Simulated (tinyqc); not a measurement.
Resistivity of narrow wires: free and nearly free electrons in a metal.

The cubic cell holds 2 atoms: n = 2 z/a^3, kF = (3 pi^2 n)^(1/3), EF = c kF^2/m, vF = 2 c kF/(m hbar), c = hbar^2/2m0; rs = (3/(4 pi n))^(1/3)/a0; D(EF) = 3 n/(2 EF).

Square wire of width w with grain size w: rho/rho0 = 1/(1 - 3 al/2 + 3 al^2 - 3 al^3 ln(1 + 1/al)) + (3/4) (1 - p) l/w, with al = (l/w) Rg/(1 - Rg) (Mayadas-Shatzkes plus the thick-wire form of Fuchs-Sondheimer); l = hbar kF/(n e^2 rho), e = 1.602176634e-19 C.

Constants: hbar^2/2m0 = 3.80998211 eV angstrom^2; hbar = 6.58211957e-16 eV s; a0 (Bohr radius) = 0.5291772105 angstrom.

Parameters, chosen for this exercise (near those of Na; not measured data):
- a = 4.192 angstrom (bcc lattice constant)
- z = 1 (free electrons an atom)
- m = 1 m0 (mass)
- rho = 4.84 micro-ohm cm (bulk resistivity)
- p = 0 (specularity of the surfaces)
- Rg = 0.3 (reflection at grain boundaries)

Wires:

| w (nm) | al | grain term (factor - 1) | surface term | rho (micro-ohm cm) |
|---|---|---|---|---|
| 200 | 0.062 | 0.092 | 0.109 | 5.81 |
| 100 | 0.125 | 0.181 | 0.218 | 6.77 |
| 50 | 0.249 | 0.356 | 0.436 | 8.67 |
| 30 | 0.415 | 0.585 | 0.727 | 11.19 |
| 20 | 0.623 | 0.868 | 1.090 | 14.32 |
| 14 | 0.890 | 1.229 | 1.557 | 18.33 |
| 10 | 1.246 | 1.709 | 2.180 | 23.66 |
| 7 | 1.780 | 2.425 | 3.115 | 31.65 |

l = 29.07 nm

At 7 nm the resistivity is 6.54 times the bulk value; surfaces add more (2.42 from grains, 3.11 from surfaces). It passes twice the bulk value between 50 and 30 nm. The surface formula is meant for w above l = 29 nm, so the rows below that are rough.

tinyqc: `OMP_NUM_THREADS=1 python tinyqc.py 1652424 1652425 out.jsonl`; about 0.01 s, one thread, shared Intel(R) Xeon(R) Processor @ 2.30GHz.
